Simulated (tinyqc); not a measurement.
Polarisation charge from two barrier thicknesses.

Inverse problem. Voff = phiB - dEc - q sigma d/(eps0 eb). Find sigma, phiB - dEc and the thickness at which Voff = 0.

Constants: q = 1.602176634e-19 C, eps0 = 8.8541878128e-14 F/cm where lengths are in cm. Results are converted to the units shown.

Voff at d = 13 and 38 nm (V): [-2.8809383, -9.7379351]
eb = 9.4119000

Solution. Voff is a straight line in d: its slope is -q sigma/(eps0 eb) and its intercept phiB - dEc.

sigma = 1.427e13 cm^-2
phiB - dEc = 0.6847 V
thickness for Voff = 0 = 2.496 nm

Program tinyqc, `OMP_NUM_THREADS=1 python tinyqc.py 2180008 2180009 out.jsonl`; Intel Xeon 2.30GHz, shared host, one thread, about 0.01 s.
